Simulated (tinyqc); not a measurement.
From results back to parameters: smearing for a one-band metal on the fcc lattice. Two cases, with inputs chosen for the exercise.

Problem. With Gaussian smearing, f = erfc(x)/2, s = exp(-x^2)/(2 sqrt(pi)), x = (E_k - mu)/sigma and free energy F = E - sigma S, small widths give F(sigma) = E0 - D sigma^2/4, where D is the density of states at the Fermi level (both spins, per cell). F at two widths was computed from hidden E0 and D.

Find: D; E0.

Method. D = 4 (F(s1) - F(s2))/(s2^2 - s1^2); E0 = F(s1) + D s1^2/4.

Case 1.

Values chosen: s1 = 0.141 eV; s2 = 0.282 eV.
F(s1) = -2.0232154 eV
F(s2) = -2.0355615 eV

Solution.

D = 0.828 1/eV
E0 = -2.0191 eV

Case 2.

Values chosen: s1 = 0.137 eV; s2 = 0.274 eV.
F(s1) = -3.0785726 eV
F(s2) = -3.0946905 eV

Solution.

D = 1.145 1/eV
E0 = -3.0732 eV

Computed by tinyqc, one run a case: `OMP_NUM_THREADS=1 python tinyqc.py N N+1 out.jsonl` with N = 1680751, 1680804; one thread of a shared Intel(R) Xeon(R) Processor @ 2.30GHz, about 0.4 s a run at most.
